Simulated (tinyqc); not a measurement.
Inside a calculation. Model: bandgap voltage reference from two bipolar transistors.

Program tinyqc, `OMP_NUM_THREADS=1 python tinyqc.py 2062084 2062085 out.jsonl`; Intel Xeon 2.30GHz, shared host, one thread, about 0.01 s. Printed values are rounded.

Two transistors of area 1 and N carry the same current I. Is(T) = Is (T/T0)^eta exp[(Vg0 q/kB)(1/T0 - 1/T)], VBE1 = Vt ln(I/Is(T)) + I rb, VBE2 = Vt ln(I/(N Is(T))) + I rb/N. The amplifier forces I R1(T) = VBE1 - VBE2 + Vos, with R(T) = R (1 + tc (T - T0)) for both resistors, and the output is Vref = VBE1 + I R2(T). Base currents and the Early effect are neglected.

Parameters, values chosen for the exercise; values of the order met in silicon bipolar transistors: reference temperature T0 = 300 K; band-gap voltage extrapolated to 0 K Vg0 = 1.169 V; temperature exponent of the saturation current eta = 3.2; saturation current of the unit transistor at T0 Is = 4.3e-17 A; area ratio of the second transistor N = 4; resistor across which the difference of VBE falls, at T0 R1 = 14 kohm; temperature coefficient of both resistors tc = 0 ppm/K; offset of the amplifier Vos = 0 mV; series resistance of the unit transistor rb = 110 ohm; output resistor at T0 R2 = 233.6 kohm; temperature T = 398 K.

Constants: q = 1.602176634e-19 C, kB = 1.380649e-23 J/K. Results are converted to the units shown.

## Operating point at the reference temperature

Vt = kB T/q; I = (Vt ln N + Vos)/(R1(T) - rb (1 - 1/N)). Evaluate at T = T0.

Vt = 0.0258520 V
I = 2.57507 uA
Is(T) = 4.3e-17 A
VBE1 = 0.641819 V
I R2 = 0.601535 V
Vref = 1.24335 V

## Operating point at another temperature

Vt = kB T/q; I = (Vt ln N + Vos)/(R1(T) - rb (1 - 1/N)).

Vt = 0.0342970 V
I = 3.41625 uA
Is(T) = 7.27573e-12 A
VBE1 = 0.448278 V
I R2 = 0.798037 V
Vref = 1.24631 V

From T0 to T, VBE1 changes by -194 mV and I R2 by 197 mV, which leaves 2.96 mV in Vref.

## Resistor for zero slope at T0, ideal case

With tc = 0, Vos = 0 and rb = 0 the current is proportional to T, dVBE/dT = (VBE - Vg0 - (eta - 1) Vt)/T, and Vref has zero slope at T0 when Vref = Vg0 + (eta - 1) Vt0. Find VBE1, its slope, that Vref, R2/R1 and the curvature d2Vref/dT2 = -(eta - 1) kB/(q T0).

VBE1 = 0.641383 V
dVBE/dT = -1.94831 mV/K
Vref = 1.22587 V
R2/R1 = 16.3091
curvature = -0.631938 uV/K^2
